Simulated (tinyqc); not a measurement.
Kinetic Monte Carlo and master equation for a particle on a ring of sites with traps and bias: one step, computed by the program tinyqc.

6 sites on a ring, numbered 1 to 6. The saddle between i and i+1 lies at E0 + s b_i and site i at s eps_i; a force F tilts the landscape, with the saddle half-way.

Task: Steady state. Master equation dP/dt = W P, W_(i+1,i) = k right, W_(i-1,i) = k left, columns summing to zero. The steady state is its null vector; drift v = a sum P_i (k right - k left). D = a^2 lambda''(0)/2, where lambda(q) is the leading eigenvalue of W with right hops weighted by exp(q) and left hops by exp(-q). The slowest relaxation rate is minus the real part of the next eigenvalue of W. 1 angstrom = 1e-8 cm.

Inputs (values chosen for the exercise, for a model defect): temperature T = 280 K; site spacing a = 3.3 angstrom.

Disorder: site traps.

Rates, shares of right hops and mean stays:
```
site  k right (1/s)  k left (1/s)  share right  mean stay (s)
1            571615        191392    0.7491606   1.310604e-06
2           6871570       2300790    0.7491606   1.090232e-07
3           1482809        496485    0.7491606   5.052306e-07
4            571615        191392    0.7491606   1.310604e-06
5           6871570       2300790    0.7491606   1.090232e-07
6           6871570       2300790    0.7491606   1.090232e-07
```

Constants: k_B = 8.617333262e-05 eV/K.

Give: occupations P_i; drift velocity v; diffusivity D; slowest relaxation rate.

Result:

occupations P_i: [0.3795, 0.0316, 0.1463, 0.3795, 0.0316, 0.0316]

drift velocity v = 0.02857 cm/s

diffusivity D = 1.205e-09 cm^2/s

slowest relaxation rate = 1.053e+06 1/s
